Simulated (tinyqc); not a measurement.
Pariser-Parr-Pople SCF with singles CI, for the molecule C=Cc1ccc2c(c1)C=C2 (SMILES; centres numbered as the heavy atoms are written), step by step. Computed by tinyqc, a small Python program that keeps every step. Settings: charge = 0, gamma = MN, start = core, damping = 0.5, iteration cap = 57, excitations kept = 4. Command: `OMP_NUM_THREADS=1 python tinyqc.py 31214 31215 out.jsonl` (the two numbers bound the seeds that draw the settings). One thread of a shared host (Intel(R) Xeon(R) Processor @ 2.60GHz), about 0.01 s of CPU time with the checks. Later iterations appear only in the table of the cycle.

## PPP integrals

Centres (angstrom, eV; a flat drawing with bonds scaled to 1.40 angstrom):
```
centre         x         y  core charge z         W  gamma_rr
1C       3.58300  -0.17300              1  11.16000  11.13000
2C       2.52000   0.73900              1  11.16000  11.13000
3C       1.20000   0.27400              1  11.16000  11.13000
4C       0.94200  -1.10200              1  11.16000  11.13000
5C      -0.37900  -1.56700              1  11.16000  11.13000
6C      -1.44200  -0.65600              1  11.16000  11.13000
7C      -1.18400   0.72000              1  11.16000  11.13000
8C       0.13700   1.18500              1  11.16000  11.13000
9C      -2.56000   0.97800              1  11.16000  11.13000
10C     -2.81800  -0.39800              1  11.16000  11.13000
```

Resonance integrals (eV):
```
i    j      beta
1    2  -2.39000
2    3  -2.39000
3    4  -2.39000
4    5  -2.39000
5    6  -2.39000
6    7  -2.39000
7    8  -2.39000
7    9  -2.39000
9   10  -2.39000
8    3  -2.39000
10   6  -2.39000
```

Mataga-Nishimoto: gamma = 14.399645/(R + a), a = 2 x 14.399645/(gamma_rr + gamma_ss); H_rr = -W_r - sum_(s != r) z_s gamma_rs; H_rs = beta for bonds.

repulsion gamma_rs (eV), lower triangle:
```
           1C        2C        3C        4C        5C        6C        7C        8C
1C   11.13000
2C    5.34433  11.13000
3C    3.87261   5.34651  11.13000
4C    3.51777   3.87242   5.34558  11.13000
5C    2.62105   2.88104   3.87175   5.34464  11.13000
6C    2.27055   2.62089   3.51668   3.87178   5.34562  11.13000
7C    2.34381   2.88119   3.87178   3.51752   3.87263   5.34558  11.13000
8C    2.88126   3.87280   5.34562   3.87263   3.51749   3.87175   5.34464  11.13000
9C    1.90884   2.25721   2.81292   2.68305   3.09973   4.39867   5.34558   3.60108
10C   1.87039   2.13280   2.68271   2.81292   3.60131   5.34558   4.39867   3.09932

           9C       10C
9C   11.13000
10C   5.34558  11.13000
```

core matrix H (eV), lower triangle:
```
            1C         2C         3C         4C         5C         6C         7C         8C
1C   -37.79060
2C    -2.39000  -42.36920
3C     0.00000   -2.39000  -47.82616
4C     0.00000    0.00000   -2.39000  -45.99832
5C     0.00000    0.00000    0.00000   -2.39000  -45.31526
6C     0.00000    0.00000    0.00000    0.00000   -2.39000  -47.74709
7C     0.00000    0.00000    0.00000    0.00000    0.00000   -2.39000  -48.08140
8C     0.00000    0.00000   -2.39000    0.00000    0.00000    0.00000   -2.39000  -46.56659
9C     0.00000    0.00000    0.00000    0.00000    0.00000    0.00000   -2.39000    0.00000
10C    0.00000    0.00000    0.00000    0.00000    0.00000   -2.39000    0.00000    0.00000

            9C        10C
9C   -42.61266
10C   -2.39000  -42.44929
```

## Starting guess

pi electrons, sum of z_r less the charge = 10

Orbitals of the core matrix H.

P at the start, lower triangle:
```
           1C        2C        3C        4C        5C        6C       7C        8C
1C    0.02799
2C    0.09912   0.36650
3C    0.14863   0.63099   1.50092
4C   -0.03024  -0.04034   0.33788   1.35302
5C   -0.08510  -0.26210  -0.17402   0.73237   1.00802
6C    0.03608   0.10429   0.03255  -0.30971   0.50002   1.61530
7C   -0.03837  -0.14106  -0.17174   0.14904  -0.08021   0.06395  1.53443
8C   -0.06198  -0.11732   0.34587  -0.24419   0.08300   0.03341  0.41238   1.50842
9C    0.05004   0.14006   0.06029   0.17205  -0.27719  -0.06980  0.66549  -0.44051
10C   0.07746   0.23711   0.17483  -0.12223  -0.13099   0.50214  0.13364  -0.41537

          9C      10C
9C   0.65562
10C  0.32775  0.42978
```

## Iteration 1: Fock matrix

F_rr = H_rr + P_rr gamma_rr / 2 + sum_(s != r) P_ss gamma_rs; F_rs = H_rs - P_rs gamma_rs / 2; E = tr P (H + F) / 2 + core repulsion sum_(r<s) z_r z_s gamma_rs.

F (eV), lower triangle:
```
           1C        2C        3C        4C        5C        6C        7C        8C
1C   -8.79648
2C   -2.65486  -7.11891
3C   -0.28780  -4.07681  -3.58809
4C    0.05320   0.07810  -3.29309  -3.07924
5C    0.11153   0.37757   0.33689  -4.34714  -2.07085
6C   -0.04096  -0.13667  -0.05724   0.59956  -3.72647  -2.60458
7C    0.04496   0.20320   0.33246  -0.26213   0.15532  -2.56093  -1.85473
8C    0.08929   0.22719  -3.31445   0.47283  -0.14597  -0.06467  -3.49201  -1.71543
9C   -0.04776  -0.15807  -0.08479  -0.23080   0.42960   0.15352  -4.16871   0.79316
10C  -0.07244  -0.25286  -0.23451   0.17191   0.23587  -3.73212  -0.29391   0.64369

           9C       10C
9C   -4.06971
10C  -3.26602  -4.19696
```

pi energy = -108.76478 eV

## Iteration 1: orbitals and new P

Diagonalise F (the basis is taken as orthonormal) and form P = 2 sum c c over the lowest orbitals; 0.5 of the old P is kept.

orbital energies (eV): -12.12115  -10.57836  -8.65499  -7.11088  -5.48055  -4.17739  -2.09211  2.36434  2.66863  6.08749

P after iteration 1, lower triangle:
```
           1C        2C        3C        4C        5C        6C       7C        8C
1C    0.98316
2C    0.14305   0.87699
3C   -0.02062   0.67767   1.19870
4C   -0.03772  -0.02777   0.37907   1.07338
5C    0.00364  -0.26095  -0.05322   0.74094   0.96076
6C    0.04892   0.02638  -0.02347  -0.00712   0.51423   1.13010
7C    0.03945  -0.22496  -0.01223   0.07852  -0.07022   0.09889  1.21308
8C   -0.02603  -0.12682   0.39705  -0.02543   0.00615  -0.07991  0.53191   1.14399
9C    0.01562   0.08449   0.03377  -0.04747  -0.25506   0.09794  0.65209  -0.10306
10C  -0.03186   0.28059   0.01962  -0.13321  -0.02064   0.55469  0.09663  -0.41554

          9C      10C
9C   0.70834
10C  0.42971  0.71152
```

## Iteration 2: Fock matrix

As before.

F (eV), lower triangle:
```
           1C        2C        3C        4C        5C        6C        7C        8C
1C   -5.30804
2C   -2.77225  -4.89725
3C    0.03992  -4.20160  -4.51398
4C    0.06635   0.05377  -3.40318  -4.65303
5C   -0.00478   0.37590   0.10302  -4.37002  -4.96632
6C   -0.05554  -0.03457   0.04128   0.01378  -3.76444  -5.58706
7C   -0.04623   0.32408   0.02367  -0.13810   0.13597  -2.65431  -5.29068
8C    0.03750   0.24557  -3.45124   0.04924  -0.01082   0.15469  -3.81142  -4.41221
9C   -0.01491  -0.09536  -0.04749   0.06368   0.39531  -0.21541  -4.13289   0.18557
10C   0.02979  -0.29923  -0.02632   0.18735   0.03717  -3.87256  -0.21252   0.64395

           9C       10C
9C   -6.20605
10C  -3.53854  -6.37624
```

pi energy = -116.14484 eV

## Iteration 2: orbitals and new P

As before.

orbital energies (eV): -13.89309  -11.48374  -10.16320  -8.50301  -5.72474  -4.95999  -2.14270  0.03695  1.17549  3.44717

P after iteration 2, lower triangle:
```
           1C        2C        3C        4C        5C        6C       7C        8C
1C    1.03080
2C    0.43071   0.92781
3C   -0.01169   0.64458   1.09012
4C   -0.23519   0.00342   0.49615   1.00506
5C   -0.02008  -0.21672  -0.01131   0.68020   0.96261
6C    0.22717  -0.00178  -0.16039   0.00867   0.59595   1.08113
7C    0.04744  -0.20838  -0.00643  -0.06193  -0.04117   0.23386  1.14550
8C    0.00350  -0.06394   0.37631   0.01790  -0.00666  -0.05117  0.65793   1.00718
9C   -0.16488   0.04689   0.10899  -0.03959  -0.30250   0.03792  0.52383  -0.02351
10C  -0.03049   0.24133   0.00988  -0.04708  -0.00366   0.46998  0.01002  -0.44929

          9C      10C
9C   0.85574
10C  0.59006  0.89404
```

## Convergence

Stop when output and input P, before any damping, agree to 1e-7.

Course of the cycle:
```
iteration        E (eV)  largest |P(out) - P(in)|
1          -108.7647783                  1.91e+00
2          -116.1448379                  5.75e-01
3          -120.2947962                  3.74e-01
4          -123.0873700                  2.32e-01
5          -124.8005105                  1.42e-01
6          -125.8011405                  8.73e-02
7          -126.3710163                  5.44e-02
8          -126.6914190                  3.89e-02
9          -126.8704711                  2.90e-02
10         -126.9703321                  2.15e-02
11         -127.0260653                  1.59e-02
...                 ...                       ...
47         -127.0981769                  6.40e-06
48         -127.0981769                  5.17e-06
49         -127.0981769                  4.17e-06
50         -127.0981769                  3.37e-06
51         -127.0981769                  2.72e-06
52         -127.0981769                  2.20e-06
53         -127.0981769                  1.77e-06
54         -127.0981769                  1.43e-06
55         -127.0981769                  1.16e-06
56         -127.0981769                  9.33e-07
57         -127.0981769                  7.53e-07
```

Not converged within 57 iterations: the residual falls steadily but slowly, by a factor of about 0.81 a step. Reruns (cap 100 unless said): damping 0: not converged; the original settings with a cap of 400: converged in 67 (E = -127.09818).
